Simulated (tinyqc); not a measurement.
Worked calculation: standing waves and exposure in a photoresist film. Values are carried at full precision from step to step, so a last printed digit may differ when a step is redone from the rounded ones.

Normal incidence from air. Unexposed resist: N1 = n1 + i k1 with k1 = (A + B) lam/(4 pi), lam in micrometres. r01 = (1 - N1)/(1 + N1), t01 = 2/(1 + N1). Below the resist lie the layer Na = na + i ka and the substrate Ns = ns + i ks: r12 = (r1a + ras x)/(1 + r1a ras x), x = exp(4 pi i Na da/lam), r1a = (N1 - Na)/(N1 + Na), ras = (Na - Ns)/(Na + Ns). With p = exp(2 pi i N1 d/lam), the field at depth z is E(z) = t01 [exp(2 pi i N1 z/lam) + r12 p^2 exp(-2 pi i N1 z/lam)]/(1 + r01 r12 p^2), the relative intensity I(z) = n1 |E(z)|^2 and the reflectance R = |(r01 + r12 p^2)/(1 + r01 r12 p^2)|^2.

Values chosen for the exercise (a resist on Si, indices near tabulated ones; shifted at random, so the results belong to these values and not to a real crystal):
- lam = 365 nm (vacuum wavelength)
- n1 = 1.689 (resist index)
- A = 0.63 1/micrometre (bleachable absorption (Dill A))
- B = 0.1 1/micrometre (fixed absorption (Dill B))
- d = 834 nm (resist thickness)
- ns = 6.392 (substrate n)
- ks = 2.641 (substrate k)
- na = 1.725 (n of the bottom antireflection layer)
- ka = 0.295 (its k)
- da = 29 nm (its thickness)
- C = 0.013 cm^2/mJ (exposure rate (Dill C))
- D = 60 mJ/cm^2 (incident dose)
- Ld = 5 nm (diffusion length of the post-exposure bake)

## Interface coefficients

Form N1, r01, t01 and r12.

N1 = 1.68900+0.02120i
r01 = -0.2563-0.0059i
t01 = 0.7437-0.0059i
r12 = 0.1073-0.5321i
|r12|^2 = 0.2946

Next to the bottom the intensity swings by a factor ((1 + |r12|)/(1 - |r12|))^2 = 11.4 between antinode and node; without the layer |r12|^2 would be 0.4004.

## Round trip and reflectance

Form p^2, the denominator and R; the period of the standing wave is lam/(2 n1).

p^2 = -0.1070-0.5334i
1 + r01 r12 p^2 = 1.0757+0.0018i
R = 0.2629
period = 108.05 nm

The film holds 7.72 periods.

## Intensity and exposure over the lowest period

Nine depths from d - period to d. Without bleaching during the exposure the share of unexposed compound is m = exp(-C D I).

Profile:
```
z (nm)      I      m
725.9   0.689  0.584
739.5   0.328  0.775
753.0   0.121  0.910
766.5   0.187  0.864
780.0   0.487  0.684
793.5   0.842  0.519
807.0   1.042  0.444
820.5   0.969  0.470
834.0   0.663  0.596
```

I runs from 0.121 to 1.042 on these points, so m runs from 0.444 to 0.910; the least exposed point listed lies 81.0 nm above the bottom.

## Smoothing by the bake

Gaussian diffusion of length Ld multiplies a cosine of period L by exp(-2 pi^2 Ld^2/L^2). Give that factor, and the Ld that leaves 10 %.

factor = 0.959
Ld for 10 % = 36.90 nm

## Checks

- R against the transfer-matrix product: both 0.26294.

(tinyqc, `OMP_NUM_THREADS=1 python tinyqc.py 1680726 1680727 out.jsonl`, Intel(R) Xeon(R) Processor @ 2.30GHz, 1 thread, shared host, about 0.01 s.)
